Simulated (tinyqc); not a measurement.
Comparisons within one model: heterojunction of two tight-binding chains. A value that a table varies takes the place of the one given here.

Left chain: hopping -t1, sites at 2 t1 (band bottom 0). Right chain: hopping -t2, sites at dE + 2 t2 (bottom dE). t = c/(m a^2), c = hbar^2/2m0. The bond across the interface is -tc with tc = f sqrt(t1 t2), and the last left site has the extra energy U. In a chain E = bottom + 2t (1 - cos(ka)); the surface Green function of a half chain is g = -exp(ika)/t, with Im k > 0 where cos(ka) > 1.

Constants: hbar^2/2m0 = 3.80998211 eV angstrom^2.

Values chosen for the exercise (masses and offset of the size met at InGaAs / InAlAs; shifted at random, so the results belong to these values and not to a real crystal): a = 2.8 angstrom (site spacing); m1 = 0.038 m0 (mass on the left); m2 = 0.069 m0 (mass on the right); dE = 0.61 eV (band offset); f = 1 (factor on the interface hopping); U = 0 eV (extra energy on the last left site); E = 0.704 eV (electron energy).

## Transmission against energy, and which matching rule a chain obeys

Chain A is the junction as given; chain B has tc = sqrt(t1 t2) and U = 0; chain C has tc = t2 and U = t2 - t1, the finite-difference form of -d/dx (c/m) d/dx. Continuum formulas T = 4 x y/(x + y)^2 with parabolic k: x, y = k/m on each side (BenDaniel-Duke) or x, y = k (slope continuous).

T:

| E - dE (eV) | E (eV) | chain A | chain B | chain C | k/m matched | k matched |
|---|---|---|---|---|---|---|
| 0.002 | 0.612 | 0.2643 | 0.2643 | 0.1553 | 0.1562 | 0.2656 |
| 0.005 | 0.615 | 0.3846 | 0.3846 | 0.2339 | 0.2351 | 0.3864 |
| 0.010 | 0.620 | 0.4970 | 0.4970 | 0.3133 | 0.3148 | 0.4991 |
| 0.020 | 0.630 | 0.6223 | 0.6223 | 0.4107 | 0.4126 | 0.6245 |
| 0.050 | 0.660 | 0.7874 | 0.7874 | 0.5612 | 0.5634 | 0.7894 |
| 0.100 | 0.710 | 0.8907 | 0.8907 | 0.6792 | 0.6815 | 0.8922 |
| 0.200 | 0.810 | 0.9600 | 0.9600 | 0.7851 | 0.7873 | 0.9608 |
| 0.400 | 1.010 | 0.9930 | 0.9930 | 0.8659 | 0.8680 | 0.9932 |

Chain C follows the k/m rule within 0.0023 and chain B the plain k rule within 0.0022, while the two rules differ by up to 0.2260: in B the self-energy of the right side is -t1 exp(i k2 a), so only k2 enters, and in C it is -t2 exp(i k2 a), which carries 1/m2. Chain A is chain B here.

## When the interface binds a state

A state below both bands solves E - 2 t1 - U - S1(E) - S2(E) = 0 for E < 0, with S1 = -t1 z1, S2 = -(tc^2/t2) z2 and |z| < 1 the decaying root of z + 1/z = 2 - (E - bottom)/t. Decay lengths -a/ln|z|. The threshold is the U that solves the equation at E = 0. A dash: no bound state.

Interface state:

| U (eV) | E (eV) | decay left (angstrom) | decay right (angstrom) |
|---|---|---|---|
| -0.98 | - | - | - |
| -1.95 | - | - | - |
| -2.93 | - | - | - |
| -3.58 | -0.0075 | 115.9 | 9.5 |
| -4.23 | -0.0542 | 43.0 | 9.2 |
| -5.20 | -0.1747 | 24.0 | 8.4 |
| -6.50 | -0.4035 | 15.8 | 7.4 |
| -9.75 | -1.2442 | 9.0 | 5.5 |

threshold U = -3.2504 eV

The step pushes the state out, so an attraction must exceed 3.2504 eV to bind; 5 of the 8 rows are bound. At U = -9.75 eV the state decays over 9.0 angstrom to the left and 5.5 to the right, where the band lies higher.

## What each parameter does

T = 4 Im(S1) Im(S2) |G|^2 with G = 1/(E - 2 t1 - U - S1 - S2), S1 = -t1 exp(i k1 a), S2 = -(tc^2/t2) exp(i k2 a). Each row changes one parameter from the base and keeps the others.

Results:

| case | T | k1 a | k2 a |
|---|---|---|---|
| base | 0.8827 | 0.2352 | 0.1156 |
| m1 = 0.0456 m0 | 0.8536 | 0.2577 | 0.1156 |
| m2 = 0.0828 m0 | 0.9091 | 0.2352 | 0.1266 |
| dE = 0.56 eV | 0.9401 | 0.2352 | 0.1431 |
| f = 0.9 | 0.6462 | 0.2352 | 0.1156 |
| U = 0.2 eV | 0.8857 | 0.2352 | 0.1156 |
| a = 2.24 angstrom | 0.8833 | 0.1880 | 0.0925 |

The largest shifts from the base row, up to three for each result and ties (the steps differ in size, so this ranks the rows, not the parameters). T: f -0.2365, dE +0.0574, m1 -0.0291. k1 a: a -0.0472, m1 +0.0226; unchanged at the printed digits by m2, dE, f and U. k2 a: dE +0.0275, a -0.0231, m2 +0.0110; unchanged at the printed digits by m1, f and U.

Run: tinyqc, `OMP_NUM_THREADS=1 python tinyqc.py 1451496 1451497 out.jsonl`; Intel(R) Xeon(R) Processor @ 2.30GHz, one thread, shared host; about 0.01 s of CPU time with all checks.
